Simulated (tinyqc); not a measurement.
Worked calculation: RKS/B3LYP (VWN-RPA form) in the sto-6g basis, for H2, spin multiplicity 1. Computed by tinyqc, a small Python program that keeps every step (integrals from PySCF). Settings: charge = 0, multiplicity = 1, basis = sto-6g, energy threshold = 1e-09, iteration cap = 56, orthogonalisation = symmetric, start = core, DIIS depth = 0, method = RKS, functional = b3lyp, grid = [30, 50]. Command: `OMP_NUM_THREADS=1 python tinyqc.py 31186 31187 out.jsonl` (the two numbers bound the seeds that draw the settings). One thread of a shared host (Intel(R) Xeon(R) Processor @ 2.60GHz), about 0.1 s of CPU time with the checks. Later iterations appear only in the table of the cycle.

## One-electron integrals

Geometry (angstrom):
```
atom         x         y         z
H     0.000000  0.000000  0.000000
H     0.000000  0.000000  1.173000
```

Basis sto-6g: exponents (1/bohr^2) and contraction coefficients of normalised primitives:
```
element  l (shell)   exponent  coefficient
H            s (1)  35.523221     0.009164
H            s (1)   6.513144     0.049361
H            s (1)   1.822143     0.168538
H            s (1)   0.625955     0.370563
H            s (1)   0.243077     0.416492
H            s (1)   0.100112     0.130334
```

Overlap, kinetic and nuclear-attraction integrals over the contracted functions; the nuclear repulsion is the sum of Za Zb / Rab.

nuclear repulsion = 0.45113147 hartree

overlap S, order 1H 1s, 2H 1s:
$$\begin{pmatrix}
1.000000 & 0.401175 \\
0.401175 & 1.000000
\end{pmatrix}$$

kinetic energy T (hartree), order 1H 1s, 2H 1s:
$$\begin{pmatrix}
0.768522 & 0.060518 \\
0.060518 & 0.768522
\end{pmatrix}$$

nuclear attraction V (hartree), order 1H 1s, 2H 1s:
$$\begin{pmatrix}
-1.683762 & -0.595063 \\
-0.595063 & -1.683762
\end{pmatrix}$$

core Hamiltonian H = T + V (hartree), order 1H 1s, 2H 1s:
$$\begin{pmatrix}
-0.915240 & -0.534546 \\
-0.534546 & -0.915240
\end{pmatrix}$$

## Two-electron integrals

Functions are numbered as in S; the eight-fold symmetry (ij|kl) = (ji|kl) = (kl|ij) leaves the list below.

Two-electron integrals (ij|kl) in chemists' order, unique and non-zero (hartree):
```
(11|11) 0.774999   (21|11) 0.237048   (21|21) 0.098680   (22|11) 0.425422
(22|21) 0.237048   (22|22) 0.774999
```

## Orthogonalisation

S = U s U^T; symmetric (Loewdin) form X = U s^(-1/2) U^T, so that X^T S X = 1.

eigenvalues of S: [0.598825, 1.401175]

X, order 1H 1s, 2H 1s:
$$\begin{pmatrix}
1.068530 & -0.223730 \\
-0.223730 & 1.068530
\end{pmatrix}$$

## Starting guess

The start is the orbitals of the core Hamiltonian; D = 2 C_occ C_occ^T.

D at the start, order 1H 1s, 2H 1s:
$$\begin{pmatrix}
0.713687 & 0.713687 \\
0.713687 & 0.713687
\end{pmatrix}$$

## Iteration 1: exchange-correlation on the grid

Becke grid with 30 radial and 50 angular points per atom, points of zero weight dropped. rho = sum D_ij phi_i phi_j; V_xc,ij = sum w v_xc phi_i phi_j plus the gradient terms; v_xc is d(rho eps)/d rho at fixed gradient. Exact exchange is left to K.

The 16 grid points with the largest w rho, of 2982 (bohr, atomic units):
```
x                  y         z         w       rho  |grad rho|^2     eps_xc       v_xc
0.000000   -0.916242  1.300407  0.079509  0.049929      0.006646  -0.270959  -0.321904
0.000000   -0.916242  0.916242  0.079509  0.049929      0.006646  -0.270959  -0.321904
0.916242    0.000000  0.916242  0.079509  0.049929      0.006646  -0.270959  -0.321904
0.916242    0.000000  1.300407  0.079509  0.049929      0.006646  -0.270959  -0.321904
-0.916242   0.000000  0.916242  0.079509  0.049929      0.006646  -0.270959  -0.321904
-0.916242   0.000000  1.300407  0.079509  0.049929      0.006646  -0.270959  -0.321904
0.000000    0.916242  1.300407  0.079509  0.049929      0.006646  -0.270959  -0.321904
0.000000    0.916242  0.916242  0.079509  0.049929      0.006646  -0.270959  -0.321904
-0.761462   0.000000  1.455187  0.058065  0.067137      0.011855  -0.294509  -0.353570
0.761462    0.000000  1.455187  0.058065  0.067137      0.011855  -0.294509  -0.353570
0.761462    0.000000  0.761462  0.058065  0.067137      0.011855  -0.294509  -0.353570
-0.761462   0.000000  0.761462  0.058065  0.067137      0.011855  -0.294509  -0.353570
0.000000    0.761462  0.761462  0.058065  0.067137      0.011855  -0.294509  -0.353570
0.000000    0.761462  1.455187  0.058065  0.067137      0.011855  -0.294509  -0.353570
0.000000   -0.761462  0.761462  0.058065  0.067137      0.011855  -0.294509  -0.353570
0.000000   -0.761462  1.455187  0.058065  0.067137      0.011855  -0.294509  -0.353570
```

electrons on the grid, sum of w rho = 2.000057

E_xc = sum of w rho eps_xc = -0.54796733 hartree

V_xc (hartree), order 1H 1s, 2H 1s:
$$\begin{pmatrix}
-0.357017 & -0.132143 \\
-0.132143 & -0.357017
\end{pmatrix}$$

## Iteration 1: building the Kohn-Sham matrix

J_ij = sum D_kl (ij|kl), K_ij = sum D_kl (ik|jl); F = H + J - 0.1 K + V_xc; E = tr D H + tr D J / 2 - 0.05 tr D K + E_xc + E_nn.

Coulomb J (hartree), order 1H 1s, 2H 1s:
$$\begin{pmatrix}
1.195080 & 0.479209 \\
0.479209 & 1.195080
\end{pmatrix}$$

exchange K (hartree), order 1H 1s, 2H 1s:
$$\begin{pmatrix}
0.961888 & 0.712401 \\
0.712401 & 0.961888
\end{pmatrix}$$

Kohn-Sham matrix F (hartree), order 1H 1s, 2H 1s:
$$\begin{pmatrix}
-0.173365 & -0.258721 \\
-0.258721 & -0.173365
\end{pmatrix}$$

total energy of this density = -1.09079518 hartree

## Iteration 1: diagonalisation and new density

Diagonalise F' = X^T F X, C = X C', fill 1 alpha and 1 beta electrons from the bottom; D = 2 C_occ C_occ^T. Each column has its largest component positive (the first on a tie).

F' = X^T F X (hartree):
$$\begin{pmatrix}
-0.082918 & -0.225456 \\
-0.225456 & -0.082918
\end{pmatrix}$$

orbital energies (hartree): MO1 -0.308374, MO2 0.142538

coefficients C, order 1H 1s, 2H 1s:
$$\begin{pmatrix}
0.597364 & 0.913766 \\
0.597364 & -0.913766
\end{pmatrix}$$

D after iteration 1, order 1H 1s, 2H 1s:
$$\begin{pmatrix}
0.713687 & 0.713687 \\
0.713687 & 0.713687
\end{pmatrix}$$

## Iteration 2: exchange-correlation on the grid

As before.

The 16 grid points with the largest w rho, of 2982 (bohr, atomic units):
```
x                  y         z         w       rho  |grad rho|^2     eps_xc       v_xc
0.000000   -0.916242  1.300407  0.079509  0.049929      0.006646  -0.270959  -0.321904
0.000000   -0.916242  0.916242  0.079509  0.049929      0.006646  -0.270959  -0.321904
-0.916242   0.000000  0.916242  0.079509  0.049929      0.006646  -0.270959  -0.321904
-0.916242   0.000000  1.300407  0.079509  0.049929      0.006646  -0.270959  -0.321904
0.916242    0.000000  0.916242  0.079509  0.049929      0.006646  -0.270959  -0.321904
0.916242    0.000000  1.300407  0.079509  0.049929      0.006646  -0.270959  -0.321904
0.000000    0.916242  0.916242  0.079509  0.049929      0.006646  -0.270959  -0.321904
0.000000    0.916242  1.300407  0.079509  0.049929      0.006646  -0.270959  -0.321904
0.761462    0.000000  0.761462  0.058065  0.067137      0.011855  -0.294509  -0.353570
0.000000    0.761462  0.761462  0.058065  0.067137      0.011855  -0.294509  -0.353570
0.000000   -0.761462  0.761462  0.058065  0.067137      0.011855  -0.294509  -0.353570
-0.761462   0.000000  0.761462  0.058065  0.067137      0.011855  -0.294509  -0.353570
0.000000    0.761462  1.455187  0.058065  0.067137      0.011855  -0.294509  -0.353570
-0.761462   0.000000  1.455187  0.058065  0.067137      0.011855  -0.294509  -0.353570
0.761462    0.000000  1.455187  0.058065  0.067137      0.011855  -0.294509  -0.353570
0.000000   -0.761462  1.455187  0.058065  0.067137      0.011855  -0.294509  -0.353570
```

electrons on the grid, sum of w rho = 2.000057

E_xc = sum of w rho eps_xc = -0.54796733 hartree

V_xc (hartree), order 1H 1s, 2H 1s:
$$\begin{pmatrix}
-0.357017 & -0.132143 \\
-0.132143 & -0.357017
\end{pmatrix}$$

## Iteration 2: building the Kohn-Sham matrix

As before.

Coulomb J (hartree), order 1H 1s, 2H 1s:
$$\begin{pmatrix}
1.195080 & 0.479209 \\
0.479209 & 1.195080
\end{pmatrix}$$

exchange K (hartree), order 1H 1s, 2H 1s:
$$\begin{pmatrix}
0.961888 & 0.712401 \\
0.712401 & 0.961888
\end{pmatrix}$$

Kohn-Sham matrix F (hartree), order 1H 1s, 2H 1s:
$$\begin{pmatrix}
-0.173365 & -0.258721 \\
-0.258721 & -0.173365
\end{pmatrix}$$

total energy of this density = -1.09079518 hartree

## Iteration 2 (converged): orbitals

As before.

F' = X^T F X (hartree):
$$\begin{pmatrix}
-0.082918 & -0.225456 \\
-0.225456 & -0.082918
\end{pmatrix}$$

orbital energies (hartree): MO1 -0.308374, MO2 0.142538

coefficients C, order 1H 1s, 2H 1s:
$$\begin{pmatrix}
0.597364 & 0.913766 \\
0.597364 & -0.913766
\end{pmatrix}$$

D after iteration 2, order 1H 1s, 2H 1s:
$$\begin{pmatrix}
0.713687 & 0.713687 \\
0.713687 & 0.713687
\end{pmatrix}$$

## Convergence

Stop when the energy changes by less than 1e-09 hartree and every element of the error matrix X^T (F D S - S D F) X is below 9e-06.

Course of the cycle:
```
iteration  E (hartree)    change  largest element of the error matrix
1          -1.09079518         -                             2.42e-16
2          -1.09079518  2.22e-16                             1.13e-16
```

PySCF RKS in the same basis, fine grid = -1.09078383 hartree

Converged in 2 iterations. The coarse grid moves the energy by -1.13e-05 hartree.

## Populations, bond orders and dipole

Mulliken: Z minus the diagonal of D S on the atom; Loewdin: the same with S^(1/2) D S^(1/2); Mayer order: 2 sum_s sum (D(s) S)_ij (D(s) S)_ji over the two atoms.

Charges (e):
```
atom  Mulliken  Loewdin
1H           0        0
2H           0        0
```

Mayer bond orders:
```
pair     order
2-1   1.000000
```

dipole moment about the origin, x y z (debye): [0.000000, 0.000000, 0.000000]
